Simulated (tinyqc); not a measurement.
The internal displacement: deformation potentials from a strained empirical pseudopotential.

Diamond lattice, no spin-orbit coupling. Atomic form factor V(q) = a1 (q^2 - a2)/(a3 exp(a4 q^2) - 1) in rydberg with q in 1/bohr, for the unstrained cell. Under a strain e the reciprocal vectors and k go over into (1 + e)^(-1) G, the atoms sit at +/- tau with tau = (1 + e) a (1,1,1)/8 - zeta a (eyz, ezx, exy)/4, and H(G,G') = c |k + G|^2 delta + (V(q)/det(1 + e)) cos(q.tau), q = G - G', with the term q = 0 left out; c = hbar^2/2m0. The basis is fixed before straining: all G with |k + G|^2 up to 16 (2 pi/a)^2. k is given in units of 2 pi/a of the unstrained cell.

Constants: hbar^2/2m0 = 3.80998211 eV angstrom^2; Ry = 13.60569312 eV; a0 (Bohr radius) = 0.5291772105 angstrom.

Values chosen for the exercise (out of a larger set: near those of Si; not measured data): a = 5.433 angstrom (lattice constant); A = (0.536, 2.212, 2.06, 0.492) (a1 (Ry bohr^2), a2 (1/bohr^2), a3, a4 (bohr^2)); h = 0.005 (size of the test strain).

Xu of L (level 5, the lowest empty one) and d from exy = eyz = ezx = h for several zeta: Xu = [E(L [111]) - E(L [1-1-1])]/((8/3) h), d = (single valence level - pair)/(3 sqrt(3) h). zeta = 0 strains the bonds with the lattice; zeta = 1 keeps all four bond lengths equal to first order.

Results:
```
zeta  Xu (L) (eV)  d (eV)
0.00        10.91    0.68
0.25        11.35   -1.64
0.50        11.81   -3.96
0.60        12.00   -4.88
0.75        12.29   -6.27
1.00        12.79   -8.58
```

From zeta = 0 to 1, d goes from 0.68 to -8.58 eV and Xu (L) from 10.91 to 12.79 eV, both nearly linearly: the displacement is an optical-phonon mode, and d = d(0) - zeta d0/4 gives its deformation potential d0 = 37 eV. Leaving the relaxation out (zeta = 0 for 0.5) moves d by +4.63 eV, which reverses its sign, and Xu (L) by -0.90 eV. Tetragonal strain has no such freedom.

Run: tinyqc, `OMP_NUM_THREADS=1 python tinyqc.py 1851176 1851177 out.jsonl`; Intel(R) Xeon(R) Processor @ 2.30GHz, one thread, shared host; about 0.3 s of CPU time with all checks.
